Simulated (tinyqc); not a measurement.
Velocity overshoot from momentum and energy balance equations after a field step: one step, computed by the program tinyqc. Command: `OMP_NUM_THREADS=1 python tinyqc.py 3001370 3001371 out.jsonl overshoot walk`. One thread of a shared host (Intel(R) Xeon(R) Processor @ 2.30GHz), about 0.02 s of CPU time with the checks.

At t = 0 the field jumps from 0 to F in a uniform sample. v is the drift velocity and u = w - (3/2) k_B T the excess energy per carrier.

Task: Constants and steady state. dv/dt = e F/m - v/tau_m(u), du/dt = e F v - u/tau_E, tau_m(u) = tau_0/(1 + c u), tau_0 = m mu_0/e, c = mu_0/(e tau_E v_s^2); this choice gives the steady state v (1 + mu_0 F v/v_s^2) = mu_0 F, which saturates at v_s. Steady velocity v = 2 mu_0 F/(1 + sqrt(1 + 4 (mu_0 F/v_s)^2)); u = e F v tau_E; carrier temperature T + 2u/(3 k_B), neglecting the drift energy m v^2/2.

Inputs (values chosen for the exercise, modelled on electrons in strained silicon except for tau_E):
```
quantity                      value        unit
effective mass m               0.19         m_0
low-field mobility mu_0        2700  cm^2/(V s)
saturation velocity v_s         1.1    1e7 cm/s
energy relaxation time tau_E   0.45          ps
field after the step F            9       kV/cm
lattice temperature T           300           K
```

Scheme: explicit Euler.

Constants: m_0 = 9.1093837015e-31 kg; e = 1.602176634e-19 C; k_B = 8.617333262e-05 eV/K.

Give: tau_0; c; acceleration e F/m; steady velocity; steady excess energy; steady carrier temperature.

Result:

tau_0 = 291.67 fs

c = 49.587 1/eV

acceleration e F/m = 0.0083313 1e7 cm/s per fs

steady velocity = 0.87885 1e7 cm/s

steady excess energy = 0.035594 eV

steady carrier temperature = 575.36 K

tau_E/tau_0 = 1.54, and in the steady state tau_m has shrunk to 105.5 fs.
